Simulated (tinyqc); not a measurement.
# Dose and depth of a threshold implant

Inverse problem. A sheet of D acceptors per cm^2 lies at depth xi inside the depleted layer of a body doped Na. In the depletion approximation VT = Vfb + f2 + q D/Cox + gamma sqrt(f2 + Vsb - q D xi/(eps0 eps_r)), gamma = sqrt(2 eps0 eps_r q Na)/Cox, Cox = eps0 eox/tox. Find gamma, D and xi.

Inputs (values chosen for the exercise); band and dielectric values those of a made-up semiconductor:
```
symbol,value,unit,meaning
eps_r,8.8,,relative permittivity
Na,1.6e17,cm^-3,acceptor density deep in the body
eox,3.9,,relative permittivity of the gate insulator (close to silicon dioxide)
tox,1.5,nm,insulator thickness
Vfb,-0.37,V,flat-band voltage
f2,0.928,V,band bending 2 phiF at threshold
```

Constants: q = 1.602176634e-19 C, eps0 = 8.8541878128e-14 F/cm where lengths are in cm. Results are converted to the units shown.

VT against the source at Vsb = 0 and 2.1 V (V): 0.70368411  0.77811168

Solution. With y^2 = f2 - q D xi/(eps0 eps_r) and d the difference of the thresholds over gamma, sqrt(y^2 + Vsb) - y = d gives y = (Vsb - d^2)/(2 d). The first threshold then gives D, and y^2 gives xi.

gamma = 0.0868 V^0.5
D = 1.10e12 cm^-2
xi = 13.0 nm

tinyqc, about 0.3 s, one thread, Intel Xeon 2.30GHz (shared host): `OMP_NUM_THREADS=1 python tinyqc.py 2080114 2080115 out.jsonl`
